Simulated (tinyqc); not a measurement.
From results back to parameters: hole subbands of a hard-walled well, four-band Luttinger model. Five cases, with inputs chosen for the exercise.

Problem. At k = 0 in a hard-walled well HHn = c (g1 - 2 g2)(n pi/L)^2 - Z0 and LHn = c (g1 + 2 g2)(n pi/L)^2 + Z0, c = hbar^2/2m0. Two spacings were computed from hidden g1 and g2.

Constants: hbar^2/2m0 = 3.80998211 eV angstrom^2.

Case 1.

Values chosen (out of a larger set: near those of Si; not measured data): L = 195 angstrom (well width along [001]); Z0 = -0.056 eV (shear strain energy).

HH2 - HH1 = 10.739 meV
LH1 - HH1 = -110.655 meV

Case 2.

Values chosen (out of a larger set: near those of GaSb; not measured data): L = 165 angstrom (well width along [001]); Z0 = 0.0441 eV (shear strain energy).

HH2 - HH1 = 17.196 meV
LH1 - HH1 = 113.945 meV

Case 3.

Values chosen (out of a larger set: near those of GaAs; not measured data): L = 175 angstrom (well width along [001]); Z0 = -0.026 eV (shear strain energy).

HH2 - HH1 = 10.351 meV
LH1 - HH1 = -41.981 meV

Case 4.

Values chosen (out of a larger set: near those of AlAs; not measured data): L = 155 angstrom (well width along [001]); Z0 = 0 eV (shear strain energy).

HH2 - HH1 = 10.048 meV
LH1 - HH1 = 5.134 meV

Case 5.

Values chosen (out of a larger set: near those of InAs; not measured data): L = 115 angstrom (well width along [001]); Z0 = 0.0278 eV (shear strain energy).

HH2 - HH1 = 25.590 meV
LH1 - HH1 = 152.159 meV

Find: u = c (pi/L)^2; g2; g1.
Solution. HH2 - HH1 = 3u (g1 - 2 g2) and LH1 - HH1 = 4 u g2 + 2 Z0.

Case 1.

u = c (pi/L)^2 = 0.989 meV
g2 = 0.34
g1 = 4.30

Case 2.

u = c (pi/L)^2 = 1.381 meV
g2 = 4.66
g1 = 13.47

Case 3.

u = c (pi/L)^2 = 1.228 meV
g2 = 2.04
g1 = 6.89

Case 4.

u = c (pi/L)^2 = 1.565 meV
g2 = 0.82
g1 = 3.78

Case 5.

u = c (pi/L)^2 = 2.843 meV
g2 = 8.49
g1 = 19.98

Computed by tinyqc, one run a case: `OMP_NUM_THREADS=1 python tinyqc.py N N+1 out.jsonl` with N = 1251199, 1251215, 1251288, 1251308, 1251335; one thread of a shared Intel(R) Xeon(R) Processor @ 2.30GHz, about 3 s a run at most.
